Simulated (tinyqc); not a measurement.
Four-band model of biased bilayer graphene near K, step by step. Values are carried at full precision from step to step, so a last printed digit may differ when a step is redone from the rounded ones.

Constants: hbar^2/2m0 = 3.80998211 eV angstrom^2.

Values chosen for the exercise (near those used for Bernal bilayer graphene; the results hold for these values, not for the real material):
- a = 2.46 angstrom (lattice constant)
- g0 = 3.05 eV (hopping in a layer)
- g1 = 0.307 eV (hopping of the dimer sites)
- g3 = 0.34 eV (skew hopping A1-B2)
- g4 = 0.04 eV (skew hopping A1-A2)
- U = 0.14 eV (potential difference of the layers)
- k = (-0.032, 0.046) 1/angstrom (wave vector from K)

## Velocities and mass

v_j = (sqrt3/2) a g_j; low-energy mass m/m0 = c g1/v0^2 with c = hbar^2/2m0; crossover wave vector g1/(2 v0).

v0, v3, v4 (eV angstrom): 6.4978  0.7243  0.0852

mass = 0.02770 m0
crossover = 0.02362 1/angstrom

## H at one k

Basis A1, B1, A2, B2, with B1 below A2; p = kx + i ky, v_j = (sqrt3/2) a g_j. Diagonal -U/2, -U/2, U/2, U/2; <A1|B1> = <A2|B2> = v0 p*, <B1|A2> = g1, <A1|B2> = v3 p, <A1|A2> = <B1|B2> = -v4 p*.

Fill in the matrix.

H (eV):
```
                 A1               B1               A2               B2
A1          -0.0700  -0.2079-0.2989i   0.0027+0.0039i  -0.0232+0.0333i
B1  -0.2079+0.2989i          -0.0700           0.3070   0.0027+0.0039i
A2   0.0027-0.0039i           0.3070           0.0700  -0.2079-0.2989i
B2  -0.0232-0.0333i   0.0027-0.0039i  -0.2079+0.2989i           0.0700
```

## Levels and layer polarisation

Diagonalise; the weight on layer 1 is that of A1 and B1.

levels (eV): -0.5779  -0.2000  0.2084  0.5695

weights:
```
    band 1  band 2  band 3  band 4
A1   0.246   0.289   0.376   0.090
B1   0.424   0.070   0.273   0.232
A2   0.235   0.266   0.069   0.430
B2   0.095   0.375   0.283   0.247
```

weight on layer 1: 0.670  0.359  0.649  0.323

Band 2 has 36 % of its weight on layer 1, the layer of lower potential, and band 3 has 65 %; the dimer sites hold 34 % of band 3. The filled band leans to the upper layer here: at larger k the middle bands approach two displaced cones, each still mixed over both layers by g1, and the top filled one leans to the upper layer.

## The Mexican hat (g3 = g4 = 0)

At K the levels are -/+ U/2 and -/+ sqrt(g1^2 + U^2/4). The smallest gap, U g1/sqrt(U^2 + g1^2), lies on a ring of radius kg = (U/2 v0) sqrt((2 g1^2 + U^2)/(g1^2 + U^2)), v0 = (sqrt3/2) a g0; the height of the hat is U/2 less half that gap.

gap = 0.1274 eV
kg = 0.01456 1/angstrom
height of the hat = 6.31 meV

## Checks

- Gap on the ring from the formula against the matrix: both 0.127380.

tinyqc: `OMP_NUM_THREADS=1 python tinyqc.py 1450573 1450574 out.jsonl`; about 0.06 s, one thread, shared Intel(R) Xeon(R) Processor @ 2.30GHz.
